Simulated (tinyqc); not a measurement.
Molecular dynamics of a small cluster by velocity Verlet steps: one step, computed by the program tinyqc.

E = sum_(i<j) phi(r_ij), phi(r) = eps [exp(-2 alpha (r - r0)) - 2 exp(-alpha (r - r0))]; the force on i is -sum_j phi'(r_ij) (R_i - R_j)/r_ij.

Question. Step 1. Velocity Verlet: a = c F/M with c = 9.648533212e-3 angstrom/fs^2 per eV/(angstrom u); R(new) = R + v dt + a dt^2/2; v(new) = v + (a + a(new)) dt/2. Kinetic energy K = M v^2/(2c); temperature T = 2K/((3N - 3) k_B), rotation of the cluster included.

Inputs (values chosen for the exercise, for model atoms):
```
quantity,value,unit
length r0,2.35,angstrom
well depth eps,0.41,eV
stiffness alpha,2.04,1/angstrom
atomic mass M,67,u
time step dt,5.6,fs
```

Potential: Morse. Thermostat: none.

starting positions (angstrom):
```
,x,y,z
atom 1,0,-0.04,0.03
atom 2,2.34,0.01,0.06
atom 3,1.17,2.05,0.02
atom 4,1.19,0.65,1.9
```

starting velocities (angstrom/fs):
```
,x,y,z
atom 1,0.00017,-0.00221,0.00189
atom 2,0.00072,0.00037,-0.00141
atom 3,-0.00167,-0.00038,-0.00033
atom 4,0.00078,0.00222,-0.00014
```

Constants: 1 eV/(angstrom u) = 9.648533212e-03 angstrom/fs^2; k_B = 8.617333262e-05 eV/K.

Give: positions after step 1; new forces; velocities after step 1; total energy.

Answer.

positions after step 1 (angstrom):
```
,x,y,z
atom 1,0.001,-0.052,0.040
atom 2,2.345,0.012,0.051
atom 3,1.161,2.048,0.018
atom 4,1.194,0.663,1.900
```

new forces (eV/angstrom):
```
,x,y,z
atom 1,-0.0022,0.0936,-0.0836
atom 2,0.1792,-0.0798,-0.2721
atom 3,-0.0611,-0.1135,-0.0358
atom 4,-0.1159,0.0998,0.3916
```

velocities after step 1 (angstrom/fs):
```
,x,y,z
atom 1,0.000160,-0.002138,0.001821
atom 2,0.000884,0.000296,-0.001648
atom 3,-0.001720,-0.000471,-0.000351
atom 4,0.000675,0.002313,0.000188
```

total energy = -2.371 eV
